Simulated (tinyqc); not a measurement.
## Threshold-voltage variability of a planar MOSFET, analytic estimates: effect of the gate width

Three independent sources add in quadrature: random dopants in the depleted layer, metal-gate grains of two orientations, and roughness of the two gate edges acting through the roll-off VT = VT(long) - Vr exp(-L/l). These are first-order estimates: no three-dimensional electrostatics, no percolation.

ni = sqrt(Nc Nv) exp(-Eg/(2 Vt)), Eg in volts; Cox = 3.9 eps0/ti; Wd = sqrt(4 eps0 eps_r Vt ln(Na/ni)/(q Na)); dopants: s1 = (q/Cox) sqrt(Na Wd/(3 L W)). Grains: Ng = L W/G^2 (at least 1), s2 = dW sqrt(p (1 - p)/Ng). Edges, with exponential correlation and u = W/La: the mean gate length has sL^2 = 2 De^2 (2/u)[1 - (1 - exp(-u))/u]; s3 = sL (Vr/l) exp(-L/l). s = sqrt(s1^2 + s2^2 + s3^2). l and Vr are held fixed.

Parameters, values chosen for the exercise; material values close to those of silicon:

| symbol | value | unit | meaning |
|---|---|---|---|
| T | 293 | K | temperature |
| Eg | 1.14 | eV | band gap |
| eps_r | 11.6 |  | relative permittivity of the semiconductor |
| Nc | 2.74e19 | cm^-3 | conduction-band density of states at T |
| Nv | 2.52e19 | cm^-3 | valence-band density of states at T |
| Na | 2.3e18 | cm^-3 | channel doping |
| ti | 1.9 | nm | oxide-equivalent thickness in inversion |
| L | 25 | nm | gate length |
| G | 10 | nm | metal grain size |
| dW | 0.2 | eV | work-function difference of the two grain orientations |
| p | 0.3 |  | share of the orientation of higher work function |
| De | 1.6 | nm | rms roughness of one gate edge |
| La | 20 | nm | correlation length of the roughness |
| l | 5.1 | nm | decay length of the threshold roll-off |
| Vr | 2.2 | V | prefactor of the roll-off |

Constants: q = 1.602176634e-19 C, kB = 1.380649e-23 J/K, Vt = kB T/q, eps0 = 8.8541878128e-14 F/cm where lengths are in cm. Results are converted to the units shown.

Results:
```
W (nm)	s1 (mV)	s2 (mV)	s3 (mV)	s (mV)	s sqrt(L W) (mV um)
40	37.66	28.98	5.466	47.84	1.513
110	22.71	17.48	3.959	28.93	1.517
170	18.27	14.06	3.305	23.29	1.518
280	14.24	10.95	2.642	18.16	1.519
450	11.23	8.641	2.114	14.33	1.520
740	8.757	6.738	1.664	11.17	1.520
1200	6.877	5.292	1.313	8.776	1.520
```

Estimate the missing row, W = 65 nm.

Computed row:
```
W (nm)	s1 (mV)	s2 (mV)	s3 (mV)	s (mV)	s sqrt(L W) (mV um)
65	29.55	22.74	4.776	37.59	1.515
```

With this row back in the table: As W goes from 40 to 1200 nm, s falls from 47.8 to 8.78 mV. The dopants are the largest source in the first and the last row. The product s sqrt(L W) stays near 1.52 mV um: s1 and s2 go as 1/sqrt(L W), so the change comes from s3 alone.

Program tinyqc, `OMP_NUM_THREADS=1 python tinyqc.py 2090035 2090036 out.jsonl`; Intel Xeon 2.30GHz, shared host, one thread, about 0.01 s.
